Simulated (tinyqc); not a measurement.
Sp3 tight binding, zinc-blende lattice, step by step. One step of it, computed by the program tinyqc.

Problem. Levels at k. Diagonalise the Hermitian matrix.

H(k) at k (eV):
```
                       a s                 a px                a py                 a pz
a s             -16.830000             0.000000            0.000000             0.000000
a px              0.000000            -9.290000            0.000000             0.000000
a py              0.000000             0.000000           -9.290000             0.000000
a pz              0.000000             0.000000            0.000000            -9.290000
c s   -3.074391-10.489142i  -5.409063-3.432696i  5.409063+3.432696i  -5.051058-3.675995i
c px    5.409063+3.432696i   1.185836+4.045812i  6.418875+4.671448i  -6.873827-4.362263i
c py   -5.409063-3.432696i   6.418875+4.671448i  1.185836+4.045812i   6.873827+4.362263i
c pz    5.051058+3.675995i  -6.873827-4.362263i  6.873827+4.362263i   1.185836+4.045812i

                       c s                 c px                 c py                 c pz
a s   -3.074391+10.489142i   5.409063-3.432696i  -5.409063+3.432696i   5.051058-3.675995i
a px   -5.409063+3.432696i   1.185836-4.045812i   6.418875-4.671448i  -6.873827+4.362263i
a py    5.409063-3.432696i   6.418875-4.671448i   1.185836-4.045812i   6.873827-4.362263i
a pz   -5.051058+3.675995i  -6.873827+4.362263i   6.873827-4.362263i   1.185836-4.045812i
c s              -9.100000             0.000000             0.000000             0.000000
c px              0.000000            -5.250000             0.000000             0.000000
c py              0.000000             0.000000            -5.250000             0.000000
c pz              0.000000             0.000000             0.000000            -5.250000
```

Give: eigenvalues; weights |c|^2 of the basis functions.

Solution.

eigenvalues (eV): -29.1651  -24.2843  -19.1302  -19.0132  2.8248  4.4732  4.5858  10.1590

weights |c|^2 of the basis functions:
```
      band 1  band 2  band 3  band 4  band 5  band 6  band 7  band 8
a s   0.5128  0.1348  0.0001  0.0000  0.2967  0.0000  0.0001  0.0555
a px  0.0351  0.1418  0.0982  0.2930  0.0261  0.2070  0.0704  0.1284
a py  0.0351  0.1418  0.0982  0.2930  0.0261  0.2070  0.0704  0.1284
a pz  0.0326  0.1464  0.3887  0.0000  0.0290  0.0000  0.2740  0.1293
c s   0.2133  0.2160  0.0003  0.0000  0.4661  0.0000  0.0004  0.1038
c px  0.0584  0.0704  0.0703  0.2070  0.0498  0.2930  0.1003  0.1508
c py  0.0584  0.0704  0.0703  0.2070  0.0498  0.2930  0.1003  0.1508
c pz  0.0542  0.0785  0.2739  0.0000  0.0563  0.0000  0.3840  0.1531
```
